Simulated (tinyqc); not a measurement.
Changing the source-to-wafer distance h: vacuum evaporation: vapour pressure, source flux, thickness distribution, purity and step coverage. Computed by tinyqc, a small Python program. Command: `OMP_NUM_THREADS=1 python tinyqc.py 3110509 3110510 out.jsonl evap sweep`. One thread of a shared host (Intel(R) Xeon(R) Processor @ 2.30GHz), about 0.01 s of CPU time with the checks.

Molecular flow, unit sticking of the metal, no re-evaporation. The background gas is taken as water vapour (18.015 g/mol, collision diameter 0.37 nm) at 300 K.

Inputs (values chosen for the exercise, modelled on gallium, with constants for the liquid): molar mass M = 69.72 g/mol; film density rho = 5.91 g/cm^3; vapour-pressure constant A = 10.74; vapour-pressure constant B = 14020 K; source temperature T = 1240 K; source area = 6.1 cm^2; directionality n = 4; wafer radius R = 15 cm; background pressure p = 0.0001 Pa; sticking of background gas = 0.5.

Constants: u = 1.6605390666e-27 kg; k_B = 1.380649e-23 J/K; R = 8.314462618 J/(mol K).

Method:
- log10(p_v/Pa) = A - B/T; flux from the surface Phi = p_v/sqrt(2 pi m k_B T), m = M u.
- Mass loss = Phi x area x m; heat of evaporation = ln(10) R B; d ln Phi/dT = ln(10) B/T^2 - 1/(2 T).
- A small source emits (n + 1) Phi area cos^n(phi)/(2 pi) per solid angle; on a parallel plane at height h and lateral distance l the arrival rate is (n + 1) Phi area/(2 pi h^2) x (1 + (l/h)^2)^(-(n + 3)/2). Growth rate = arrival rate x m/rho, m = M u. The wafer is fixed and centred above the source.
- Mean free path lambda = k_B T_g/(sqrt2 pi d^2 p); unscattered share exp(-h/lambda); gas arrival p/sqrt(2 pi m_g k_B T_g); impurity ratio = sticking x gas arrival/metal arrival; monolayer time = 1e15 cm^-2/(sticking x gas arrival).

One run for each value; columns: (1) source-to-wafer distance h (cm); (2) non-uniformity (max - min)/(max + min) (%); (3) growth rate at the centre (nm/s); (4) share of the material that lands on the wafer, 1 - (1 + (R/h)^2)^(-(n + 1)/2) (%); (5) impurity ratio:
```
(1)     (2)      (3)     (4)     (5)
18   72.725  0.71367  73.243  0.0492
24   52.053  0.40144  56.149  0.0874
31   35.237  0.24061  40.899  0.1459
41   21.636  0.13755  26.951  0.2552
53   13.403  0.08232  17.522  0.4264
70    7.841  0.04719  10.617  0.7439
92    4.588  0.02732   6.349  1.2850
120   2.713  0.01606   3.802  2.1861
```

Describe and explain the trends.

Over the rows, non-uniformity (max - min)/(max + min) (%) falls from 72.7 to 2.71 (exponent d ln y / d ln x -1.2 between the first rows and -2.0 between the last); growth rate at the centre (nm/s) falls from 0.714 to 0.0161 (exponent d ln y / d ln x about -2.0 throughout); share of the material that lands on the wafer, 1 - (1 + (R/h)^2)^(-(n + 1)/2) (%) falls from 73.2 to 3.80 (exponent d ln y / d ln x -0.92 between the first rows and -1.9 between the last). At the high end the exponent of non-uniformity (max - min)/(max + min) is -1.98, close to -2: the fall-off goes as (R/h)^2. The exponent of growth rate at the centre stays at -2: a point source. The exponent of impurity ratio stays at 2: the metal flux falls as 1/h^2. A longer throw buys uniformity with rate, material use and purity.

Caution (rows 92.0, 120): more gas than metal sticks, so a compound rather than a metal film would grow.
